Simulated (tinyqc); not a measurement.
Nuclear against electronic stopping over energy: ion implantation: universal nuclear stopping, Lindhard-Scharff electronic stopping and a Gaussian range profile. Computed by tinyqc, a small Python program. Command: `OMP_NUM_THREADS=1 python tinyqc.py 3030448 3030449 out.jsonl implant walk`. One thread of a shared host (Intel(R) Xeon(R) Processor @ 2.30GHz), about 0.08 s of CPU time with the checks.

An ion slows by elastic collisions with screened nuclei and by friction with electrons; channelling is ignored and the target is uniform.

Inputs (values chosen for the exercise, modelled on aluminium ions in diamond):
```
quantity                               value    unit
ion atomic number Z1                      13       -
ion mass M1                               27       u
target atomic number Z2                    6       -
target mass M2                         12.01       u
target density N                       176.3  1/nm^3
scale factor of electronic stopping k    1.3       -
```

Method:
- Reduced energy eps = 32.53 M2 E/(Z1 Z2 (M1 + M2)(Z1^0.23 + Z2^0.23)), E in keV; s_n = ln(1 + 1.1383 eps)/(2 (eps + 0.01321 eps^0.21226 + 0.19593 eps^0.5)) for eps up to 30 and ln(eps)/(2 eps) above; S_n = 8.462 Z1 Z2 M1 s_n/((M1 + M2)(Z1^0.23 + Z2^0.23)) in 1e-15 eV cm^2.
- S_e = k 3.83 Z1^(7/6) Z2/(Z1^(2/3) + Z2^(2/3))^(3/2) sqrt(E/M1) in 1e-15 eV cm^2, E in keV.
- Path length R = int_0^E dE'/(N (S_n + S_e)); energy lost to nuclei nu = int_0^E S_n/(S_n + S_e) dE' (both with E' = E y^3 and 64 Gauss-Legendre points in y).

Stopping (1e-15 eV cm^2) and range:
```
E (keV)         eps     S_n     S_e  R (nm)     nu/E
1        3.8745e-02  35.441   4.367    2.48  0.90334
2        7.7491e-02  41.705   6.176    3.76  0.89177
5        1.9373e-01  47.480   9.766    6.95  0.86610
10       3.8745e-01  48.410  13.811   11.66  0.83436
20       7.7491e-01  45.409  19.531   20.54  0.78560
50       1.9373e+00  36.080  30.882   46.30  0.68166
100      3.8745e+00  27.203  43.674   87.54  0.56761
200      7.7491e+00  18.938  61.764  162.55  0.43307
500      1.9373e+01  10.675  97.657  343.03  0.26297
```

Nuclear stopping peaks near 10 keV among these rows (eps = 0.39; the universal curve peaks near 0.3). Electronic stopping overtakes it between 50 and 100 keV. The path length grows as E^0.60 at the low end and E^0.82 at the high end; constant stopping would give E^1, and stopping that rises with E, be it nuclear (below its peak) or electronic, gives a lower exponent.

Extremes, crossings and ranges named in words are read from the listed rows.
